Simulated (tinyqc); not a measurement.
What moves the results: Tamm state at the end of a one-band chain. A value that a table varies takes the place of the one given here.

A half-infinite chain with site energy 0 and hopping -t, band E = -2t cos(ka); the end site has energy D. The surface Green function of the unperturbed half chain is g = (E -/+ sqrt(E^2 - 4t^2))/(2t^2), the root with |t g| <= 1 and Im g <= 0, and with the shift G = g/(1 - D g).

Values chosen for the exercise:
- t = 1.4 eV (hopping)
- a = 3 angstrom (spacing)
- D = -3.41 eV (shift of the end site)
- E = 2.13 eV (energy in the band)

## Threshold for a surface state

For |D| > t: E = D + t^2/D, weight on the end site 1 - t^2/D^2, decay length of the amplitude a/ln|D/t|; a dash: no bound state. The last column is the surface density -Im G/pi at E = 0.

Against D:

| D/t | D (eV) | E (eV) | end weight | decay length (angstrom) | density at E = 0 (1/eV) |
|---|---|---|---|---|---|
| -3.00 | -4.200 | -4.6667 | 0.8889 | 2.73 | 0.0227 |
| -2.00 | -2.800 | -3.5000 | 0.7500 | 4.33 | 0.0455 |
| -1.40 | -1.960 | -2.9600 | 0.4898 | 8.92 | 0.0768 |
| -1.10 | -1.540 | -2.8127 | 0.1736 | 31.48 | 0.1029 |
| -0.80 | -1.120 | - | - | - | 0.1386 |
| 0.50 | 0.700 | - | - | - | 0.1819 |
| 0.95 | 1.330 | - | - | - | 0.1195 |
| 1.05 | 1.470 | 2.8033 | 0.0930 | 61.49 | 0.1081 |
| 1.30 | 1.820 | 2.8969 | 0.4083 | 11.43 | 0.0845 |
| 2.50 | 3.500 | 4.0600 | 0.8400 | 3.27 | 0.0314 |

What does this show?

A state splits off only for |D| > t = 1.4 eV, although in the middle of an endless chain any shift binds one. Just past the threshold, at D/t = 1.05, it lies 3.3 meV outside the band and spreads over 61.5 angstrom; at D/t = -3 it holds 89 % of the end site, and the density left at the band centre has fallen to 0.10 of the clean value.

## What each parameter does

E = D + t^2/D, weight 1 - (t/D)^2, decay length -a/ln|t/D|, surface density -Im G/pi at E. Each row changes one parameter from the base and keeps the others.

Results:

| case | bound level (eV) | weight | decay (angstrom) | density (1/eV) |
|---|---|---|---|---|
| base | -3.9848 | 0.8314 | 3.370 | 0.0139 |
| t = 1.47 eV | -4.0437 | 0.8142 | 3.565 | 0.0153 |
| D = -4.092 eV | -4.5710 | 0.8829 | 2.797 | 0.0105 |
| a = 3.3 angstrom | -3.9848 | 0.8314 | 3.707 | 0.0139 |
| E = 1.065 eV | -3.9848 | 0.8314 | 3.370 | 0.0239 |

What does this show?

The largest shifts from the base row, up to three for each result and ties (the steps differ in size, so this ranks the rows, not the parameters). bound level (eV): D -0.5862, t -0.0589; unchanged at the printed digits by a and E. weight: D +0.0515, t -0.0173; unchanged at the printed digits by a and E. decay (angstrom): D -0.573, a +0.337, t +0.195; unchanged at the printed digits by E. density (1/eV): E +0.0101, D -0.0033, t +0.0014; unchanged at the printed digits by a.

(tinyqc, `OMP_NUM_THREADS=1 python tinyqc.py 1481240 1481241 out.jsonl`, Intel(R) Xeon(R) Processor @ 2.30GHz, 1 thread, shared host, about 0.01 s.)
